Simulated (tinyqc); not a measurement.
# Off-state leakage of single and stacked transistors: leakage components against the supply voltage

n-channel devices of unit width. Subthreshold current I(Vg, Vs, Vd) = I0 (T/300 K)^0.5 exp[(Vg - Vs - VT(T) - gb (Vs - Vb) + dd (Vd - Vs))/(nf Vt)] (1 - exp(-(Vd - Vs)/Vt)), VT(T) = VT - cT (T - 300 K). Gate-edge tunnelling Ig (Vd/1 V) exp(ag (Vd - 1 V)), for a gate at 0 V, and band-to-band leakage Ab u exp(-Bb/u), u = Vd - Vb + 1 V, flow at a drain held at V; both are taken as independent of T. In a stack of off transistors (all gates at 0 V) the same subthreshold current passes through each.

One transistor with Vg = Vs = 0, Vd = V; stack factor I(one)/I(two in series).

Parameters, values chosen for the exercise; values of the order met in bulk silicon logic transistors: temperature T = 358 K; threshold at 300 K, zero drain and body bias VT = 0.39 V; fall of the threshold with temperature cT = 0.8 mV/K; current at threshold at 300 K I0 = 0.33 uA/um; slope factor nf = 1.31; drain-induced lowering per volt dd = 0.08; rise of the threshold per volt of source-body bias gb = 0.22; gate-edge tunnelling current at 1 V Ig = 5e-6 uA/um; exponential slope of the gate current ag = 3.3 1/V; prefactor of band-to-band leakage at the drain Ab = 100 uA/(um V); its exponential voltage Bb = 26 V; body voltage Vb = -0.3 V.

Constants: q = 1.602176634e-19 C, kB = 1.380649e-23 J/K, Vt = kB T/q. Results are converted to the units shown.

Leakage components against the supply voltage:

| V (V) | subthreshold (nA/um) | gate edge (nA/um) | band-to-band (nA/um) | total (nA/um) | stack factor | largest part |
|---|---|---|---|---|---|---|
| 0.5 | 0.038466 | 4.8012e-4 | 0.095969 | 0.13492 | 3.4822 | band-to-band |
| 0.6 | 0.046887 | 8.0141e-4 | 0.21666 | 0.26435 | 4.0008 | band-to-band |
| 0.7 | 0.057150 | 0.0013005 | 0.45207 | 0.51052 | 4.6262 | band-to-band |
| 0.8 | 0.069661 | 0.0020674 | 0.88154 | 0.95326 | 5.3804 | band-to-band |
| 0.9 | 0.084910 | 0.0032352 | 1.6213 | 1.7094 | 6.2897 | band-to-band |
| 1 | 0.10350 | 0.0050000 | 2.8334 | 2.9419 | 7.3859 | band-to-band |
| 1.1 | 0.12615 | 0.0076503 | 4.7354 | 4.8692 | 8.7073 | band-to-band |
| 1.2 | 0.15377 | 0.011609 | 7.6081 | 7.7735 | 10.300 | band-to-band |
| 1.3 | 0.18743 | 0.017493 | 11.804 | 12.009 | 12.220 | band-to-band |
| 1.4 | 0.22846 | 0.026204 | 17.753 | 18.008 | 14.533 | band-to-band |

Read the table: what changes, and by how much?

As V goes from 0.5 to 1.4, the total leakage rises from 0.135 to 18.0 nA/um. The band-to-band part leads at V = 0.5 and in all other rows. The reduction by a stack of two rises from 3.48 to 14.5, for the subthreshold part alone.

Numbers from tinyqc (`OMP_NUM_THREADS=1 python tinyqc.py 2242115 2242116 out.jsonl`; about 0.05 s on one thread of a shared Intel Xeon 2.30GHz).
